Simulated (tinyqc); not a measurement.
Inside a calculation. Model: metal gate on a two-layer dielectric stack with fixed charge and a dipole.

Computed by the program tinyqc: `OMP_NUM_THREADS=1 python tinyqc.py 2010076 2010077 out.jsonl`, one thread of a shared Intel Xeon 2.30GHz, about 0.01 s for the whole run. Printed values are rounded.

Gate, layer 2, layer 1, p-type semiconductor; x runs from the gate inwards. Charges are counted in units of +q. psi is the band bending at the surface, positive towards inversion. Classical charge, Boltzmann statistics, no interface traps.

Values chosen for this exercise; band and dielectric values close to those of silicon, layer 1 close to silicon dioxide, layer 2 close to aluminium oxide: temperature T = 300 K; band gap Eg = 1.1 eV; relative permittivity eps_r = 11.5; conduction-band density of states at T Nc = 2.76e19 cm^-3; valence-band density of states at T Nv = 2.65e19 cm^-3; electron affinity chi = 4.05 eV; acceptor density Na = 1.1e16 cm^-3; work function of the gate metal pM = 4.34 eV; thickness of layer 1, next to the semiconductor t1 = 0.5 nm; relative permittivity of layer 1 e1 = 3.81; thickness of layer 2, next to the gate t2 = 3.3 nm; relative permittivity of layer 2 e2 = 9.36; fixed charge at the semiconductor interface Q1 = 4.1e11 cm^-2; fixed charge between the layers Q2 = 6.4e11 cm^-2; uniform charge density in layer 1 r1 = 0 cm^-3; uniform charge density in layer 2 r2 = -7.9e18 cm^-3; flat-band shift by a dipole layer between the layers Vd = -0.22 V; band bending psi of the working point ps = 0.476 V.

Constants: q = 1.602176634e-19 C, kB = 1.380649e-23 J/K, Vt = kB T/q, eps0 = 8.8541878128e-14 F/cm where lengths are in cm. Results are converted to the units shown.

## Equivalent thickness and work-function difference

EOT = 3.9 (t1/e1 + t2/e2), Cox = eps0/(t1/e1 + t2/e2); phi_ms = pM - (chi + Eg - Vt ln(Nv/Na)).

EOT = 1.88681 nm
Cox = 1.83014 uF/cm^2
share of layer 1 in the EOT = 27.1257 %
phi_ms = -0.608690 V

## Flat-band voltage, term by term

EOT = 3.9 (t1/e1 + t2/e2), Cox = eps0/(t1/e1 + t2/e2); phi_ms = pM - (chi + Eg - Vt ln(Nv/Na)). Vfb = phi_ms + Vd - (q/eps0) [Q1 (t1/e1 + t2/e2) + Q2 t2/e2 + r1 (t1^2/(2 e1) + t1 t2/e2) + r2 t2^2/(2 e2)]: each charge counts with its electrical distance from the gate.

terms (V): phi_ms -0.608690, dipole -0.220000, Q1 -0.035893, Q2 -0.040830, r1 0.000000, r2 0.083159
Vfb = -0.822254 V

Apart from phi_ms the largest term is that of dipole, -220 mV; all charges and the dipole together move Vfb by -214 mV.

## Threshold voltage

ni = sqrt(Nc Nv) exp(-Eg/(2 Vt)), Eg in volts, pB = Vt ln(Na/ni), Vth = Vfb + 2 pB + sqrt(4 q eps0 eps_r Na pB)/Cox.

ni = 1.55770e10 cm^-3
pB = 0.348165 V
depletion charge = 0.0499916 uC/cm^2
Vth = -0.0986091 V

## Charge in the semiconductor

ni = sqrt(Nc Nv) exp(-Eg/(2 Vt)), Eg in volts. Qs = -sign(psi) sqrt(2 q eps0 eps_r Na Vt [exp(-u) + u - 1 + (ni/Na)^2 (exp(u) - u - 1)]), u = psi/Vt.

Qs = -0.0401948 uC/cm^2

The surface is depleted or weakly inverted.

## Fields and voltage drops

Gauss: D = -Qs just inside the semiconductor; going towards the gate subtract q Q1, then q r1 t1, q Q2 and q r2 t2. Field = D/(eps0 e); the drop over a layer is its mean field times its thickness; Vg = phi_ms + Vd + psi + both drops.

```
place,D (uC/cm^2),field (MV/cm)
"layer 2, gate side",0.289654,0.349506
"layer 2, inner side",-0.128034,-0.154490
"layer 1, outer side",-0.025494,-0.075574
"layer 1, semiconductor side",-0.025494,-0.075574
semiconductor surface,0.040195,0.039475
```

drop over layer 2 = 0.0321777 V
drop over layer 1 = -0.00377869 V
Vg = -0.324291 V

The same Vg follows from Vfb + psi - Qs/Cox. The largest field, 0.350 MV/cm in size, is at: layer 2, gate side.
